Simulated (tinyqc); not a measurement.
Inside a calculation. Method: exchange-only LDA atom on a uniform radial grid, spin-unpolarised, for C. Computed by tinyqc, a small Python program that keeps every step. Settings: Z = 6, points = 256, R = 12.3, functional = Slater exchange alone, mixing = 0.4, iteration cap = 86. Command: `OMP_NUM_THREADS=1 python tinyqc.py 20963 20964 out.jsonl` (the two numbers bound the seeds that draw the settings). One thread of a shared host (Intel(R) Xeon(R) Processor @ 2.60GHz), about 1 s of CPU time with the checks. Later iterations appear only in the table of the cycle.

## Iteration 1

Spherical atom on a uniform radial grid r_j = j h with h = R/(N + 1), h sum u^2 = 1 and integrals as h times sums, u(0) = u(R) = 0 (atomic units):
```
parameter            value
Z                        6
points N               256
R                12.300000
h                 0.047860
mixing            0.400000
electrons in 1s          2
electrons in 2s          2
electrons in 2p          2
```

Three-point differences turn -u''/2 + [l(l+1)/2r^2 - Z/r + V] u = e u into a tridiagonal matrix (diagonal 1/h^2 + potential, off-diagonal -1/2h^2). D = sum f u^2; the Hartree potential y/r solves y'' = -D/r with y(0) = 0, y(R) = N_e; v_xc comes from rho = D/(4 pi r^2); E = sum f e - int D V + int D (V_H/2 + eps_xc); V(new) = V + mixing (V_H + v_xc - V).

eigenvalues (hartree): [-17.64348, -4.47704, -4.50783]

Every 16th grid point:
```
r            V in     u(1s)      u(2s)     u(2p)         D      V_H       v_xc
0.76576   0.00000   0.23703   -1.03247   1.06096   4.49562  6.89212   -0.83520
1.53152   0.00000   0.00509   -0.58268   0.42460   1.03964  3.89244   -0.32295
2.29728   0.00000   0.00008   -0.14531   0.09577   0.06058  2.61128   -0.09555
3.06304   0.00000  1.18e-06   -0.02730   0.01708   0.00207  1.95883   -0.02561
3.82879   0.00000  1.58e-08   -0.00443   0.00268   0.00005  1.56707   -0.00652
4.59455   0.00000  2.03e-10   -0.00066   0.00039  1.16e-06  1.30589   -0.00161
5.36031   0.00000         0   -0.00009   0.00005  2.24e-08  1.11934   -0.00039
6.12607   0.00000         0  -1.22e-05  6.95e-06  3.95e-10  0.97942   -0.00009
6.89183   0.00000         0  -1.58e-06  8.83e-07         0  0.87060  -2.19e-05
7.65759   0.00000         0  -1.98e-07  1.10e-07         0  0.78354    0.00000
8.42335   0.00000         0  -2.44e-08  1.33e-08         0  0.71231    0.00000
9.18911   0.00000         0  -2.95e-09  1.59e-09         0  0.65295    0.00000
9.95486   0.00000         0  -3.52e-10  1.88e-10         0  0.60272    0.00000
10.72062  0.00000         0  -4.15e-11  2.19e-11         0  0.55967    0.00000
11.48638  0.00000         0          0         0         0  0.52236    0.00000
12.25214  0.00000         0          0         0         0  0.48971    0.00000
```

total energy = -32.8957551 hartree

## Iteration 2

As before.

eigenvalues (hartree): [-13.42349, -2.39911, -2.18333]

Every 16th grid point:
```
r            V in     u(1s)      u(2s)     u(2p)         D      V_H       v_xc
0.76576   2.42277   0.28046   -0.85093   0.94117   3.37707  6.39358   -0.75923
1.53152   1.42780   0.00892   -0.72626   0.61852   1.82020  3.82981   -0.38924
2.29728   1.00629   0.00023   -0.28920   0.24651   0.28880  2.60701   -0.16081
3.06304   0.77329  5.29e-06   -0.08992   0.08045   0.02912  1.95860   -0.06178
3.82879   0.62422  1.18e-07   -0.02471   0.02359   0.00233  1.56706   -0.02296
4.59455   0.52171  2.55e-09   -0.00631   0.00647   0.00016  1.30589   -0.00838
5.36031   0.44758  5.41e-11   -0.00153   0.00169  1.04e-05  1.11934   -0.00302
6.12607   0.39173         0   -0.00036   0.00043  6.25e-07  0.97942   -0.00108
6.89183   0.34823         0   -0.00008   0.00011  3.57e-08  0.87060   -0.00039
7.65759   0.31341         0  -1.82e-05  2.55e-05  1.97e-09  0.78354   -0.00014
8.42335   0.28492         0  -4.00e-06  6.06e-06  1.05e-10  0.71231  -4.83e-05
9.18911   0.26118         0  -8.65e-07  1.42e-06         0  0.65295  -1.71e-05
9.95486   0.24109         0  -1.85e-07  3.28e-07         0  0.60272    0.00000
10.72062  0.22387         0  -3.90e-08  7.51e-08         0  0.55967    0.00000
11.48638  0.20894         0  -7.91e-09  1.64e-08         0  0.52236    0.00000
12.25214  0.19588         0  -3.04e-10  6.55e-10         0  0.48971    0.00000
```

total energy = -35.2392718 hartree

## Iteration 3

As before.

eigenvalues (hartree): [-11.32114, -1.38785, -1.10035]

Every 16th grid point:
```
r            V in     u(1s)      u(2s)     u(2p)         D      V_H       v_xc
0.76576   3.70740   0.30438   -0.72095   0.80131   2.50902  5.97403   -0.68764
1.53152   2.23291   0.01179   -0.77284   0.69946   2.17331  3.73072   -0.41293
2.29728   1.58225   0.00038   -0.40390   0.39302   0.63520  2.59267   -0.20913
3.06304   1.22270  1.15e-05   -0.16974   0.18638   0.12710  1.95689   -0.10097
3.82879   0.99217  3.34e-07   -0.06428   0.08090   0.02135  1.56687   -0.04801
4.59455   0.83203  9.57e-09   -0.02291   0.03327   0.00326  1.30587   -0.02273
5.36031   0.71507  2.70e-10   -0.00785   0.01319   0.00047  1.11934   -0.01076
6.12607   0.62637         0   -0.00261   0.00509   0.00007  0.97942   -0.00510
6.89183   0.55702         0   -0.00085   0.00192  8.86e-06  0.87060   -0.00242
7.65759   0.50141         0   -0.00027   0.00072  1.17e-06  0.78354   -0.00115
8.42335   0.45586         0   -0.00009   0.00026  1.53e-07  0.71231   -0.00055
9.18911   0.41788         0  -2.71e-05   0.00010  1.96e-08  0.65295   -0.00026
9.95486   0.38574         0  -8.39e-06  3.42e-05  2.48e-09  0.60272   -0.00012
10.72062  0.35819         0  -2.56e-06  1.20e-05  3.03e-10  0.55967   -0.00006
11.48638  0.33431         0  -7.27e-07  3.85e-06  3.07e-11  0.52236  -2.61e-05
12.25214  0.31341         0  -3.32e-08  1.86e-07         0  0.48971    0.00000
```

total energy = -36.0655288 hartree

## Convergence

Stop when input and output potentials agree to 1e-7.

Course of the cycle (hartree):
```
iteration            E      e(1s)     e(2s)     e(2p)  largest |V(out) - V(in)|
1          -32.8957551  -17.64348  -4.47704  -4.50783                  1.32e+01
2          -35.2392718  -13.42349  -2.39911  -2.18333                  6.53e+00
3          -36.0655288  -11.32114  -1.38785  -1.10035                  3.04e+00
4          -36.2953368  -10.33787  -0.90149  -0.60375                  1.33e+00
5          -36.3420418   -9.90963  -0.67170  -0.37744                  5.60e-01
6          -36.3489444   -9.73174  -0.56358  -0.27280                  2.43e-01
7          -36.3498647   -9.65625  -0.51085  -0.22196                  1.16e-01
8          -36.3500366   -9.62118  -0.48341  -0.19549                  6.06e-02
9          -36.3500862   -9.60313  -0.46830  -0.18088                  3.36e-02
10         -36.3501031   -9.59316  -0.45968  -0.17255                  1.92e-02
11         -36.3501091   -9.58743  -0.45468  -0.16771                  1.11e-02
...                ...        ...       ...       ...                       ...
23         -36.3501125   -9.57927  -0.44764  -0.16088                  1.93e-05
24         -36.3501125   -9.57926  -0.44763  -0.16087                  1.14e-05
25         -36.3501125   -9.57926  -0.44763  -0.16087                  6.72e-06
26         -36.3501125   -9.57926  -0.44763  -0.16087                  3.97e-06
27         -36.3501125   -9.57926  -0.44763  -0.16087                  2.35e-06
28         -36.3501125   -9.57925  -0.44763  -0.16087                  1.39e-06
29         -36.3501125   -9.57925  -0.44763  -0.16087                  8.18e-07
30         -36.3501125   -9.57925  -0.44763  -0.16087                  4.83e-07
31         -36.3501125   -9.57925  -0.44763  -0.16087                  2.85e-07
32         -36.3501125   -9.57925  -0.44763  -0.16087                  1.68e-07
33         -36.3501125   -9.57925  -0.44763  -0.16087                  9.92e-08
```

Converged in 33 iterations. A uniform grid resolves the cusp poorly: for a bare nucleus this grid gives 1s at -17.64348 against -Z^2/2 = -18 hartree. Before convergence this energy mixes input and output and is not variational, so it may rise towards its limit.
